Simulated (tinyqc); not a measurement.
Worked calculation: Hubbard chain of 3 sites. One step of it, computed by the program tinyqc.

Problem. Mean-field iteration 2. H(up) = T + U n(down), H(down) = T + U n(up); fill the lowest levels; n(new) = n + mixing (n(out) - n); E = tr T (rho up + rho down) + U sum n_up n_down of the output.

one-body matrix (hopping and site energies) (eV), order 1, 2, 3:
$$\begin{pmatrix}
0.000000 & -1.060000 & 0.000000 \\
-1.060000 & 0.000000 & -1.060000 \\
0.000000 & -1.060000 & 0.000000
\end{pmatrix}$$

U = 6.000000 eV

electrons, up and down: [2, 2]

mixing = 1

n(up) after iteration 1: 1 0.960743, 2 0.078515, 3 0.960743

n(down) after iteration 1: 1 0.539257, 2 0.921485, 3 0.539257

Give: levels, up; levels, down; energy; n(up) after iteration 2; n(down) after iteration 2.

Solution.

levels, up (eV): [2.4949, 3.2355, 6.2696]

levels, down (eV): [0.0760, 5.7645, 6.1595]

energy = 4.9342 eV

n(up) after iteration 2: 1 0.9019, 2 0.1962, 3 0.9019

n(down) after iteration 2: 1 0.5325, 2 0.9351, 3 0.5325
